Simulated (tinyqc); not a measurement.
Resistance of a source-drain extension with a graded tip: two steps of the calculation.

y runs along the channel, the gate covers y > 0. The doping is N0 for y < y0 and N0 10^(-(y - y0)/la) beyond, uniform over the depth xj. Sheet conductance s(y) = q mu(N) max(N - Nch, 0) xj + (for y > 0) ma Cox Vo, with mu(N) = u0 + (u1 - u0)/(1 + (N/Nr)^au) and Cox = eps0 eox/tox. Current is taken as one-dimensional; depletion of the tip, spreading and the contact are left out. The metallurgical junction lies at yj, where N = Nch.

Values chosen for this exercise; mobility law close to that of holes in silicon: relative permittivity of the gate insulator (close to silicon dioxide) eox = 3.9; insulator thickness tox = 1.5 nm; active doping of the extension far from the gate N0 = 1.2e20 cm^-3; lateral abruptness la = 3.2 nm/decade; position under the gate where the fall begins (gate edge at 0) y0 = 1 nm; depth of the extension xj = 14 nm; channel doping Nch = 3.1e18 cm^-3; gate overdrive Vo = 0.69 V; mobility of the gate-induced layer ma = 48 cm^2/(V s); mobility at low doping u1 = 470.5 cm^2/(V s); mobility at high doping u0 = 44.9 cm^2/(V s); reference doping Nr = 2.23e17 cm^-3; exponent au = 0.719; gate length Lg = 50 nm.

Constants: q = 1.602176634e-19 C, eps0 = 8.8541878128e-14 F/cm where lengths are in cm. Results are converted to the units shown.

Problem 1. Sheet resistances and junction position. yj = y0 + la log10(N0/Nch); sheet resistance of the full extension 1/[q mu(N0)(N0 - Nch) xj] and of the gate-induced layer 1/(ma Cox Vo); metallurgical length Lg - 2 yj; ye is where the doped and the gate-induced conductances are equal.

Give: yj; sheet resistance of the extension; sheet resistance of the induced layer; metallurgical length; ye; N at ye.

Solution 1.

yj = 6.0810 nm
sheet resistance of the extension = 770.77 ohm/square
sheet resistance of the induced layer = 13116 ohm/square
metallurgical length = 37.838 nm
ye = 4.8420 nm
N at ye = 7.5608e18 cm^-3

The gate takes over 1.24 nm before the junction, where N is still 2.44 times the channel doping.

Problem 2. Resistance of the overlapped part. Midpoint rule on 8 equal steps from 0 to yj: R_ov = sum h/s(y), per width.

Find: y; N; doped conductance; sheet resistance; R_ov.

Solution 2.

```
point  y (nm)  N (cm^-3)  doped conductance (uS)  sheet resistance (ohm/square)
0      0.3801   1.200e20                    1297                          728.0
1       1.140   1.085e20                    1178                          797.5
2       1.900   6.278e19                   698.1                           1291
3       2.660   3.633e19                   414.1                           2039
4       3.421   2.103e19                   243.3                           3130
5       4.181   1.217e19                   137.5                           4678
6       4.941   7.042e18                   68.71                           6899
7       5.701   4.075e18                   20.07                        1.038e4
```

R_ov = 22.76 ohm um

Computed by the program tinyqc: `OMP_NUM_THREADS=1 python tinyqc.py 2282053 2282054 out.jsonl`, one thread of a shared Intel Xeon 2.30GHz, about 0.03 s for the whole run.
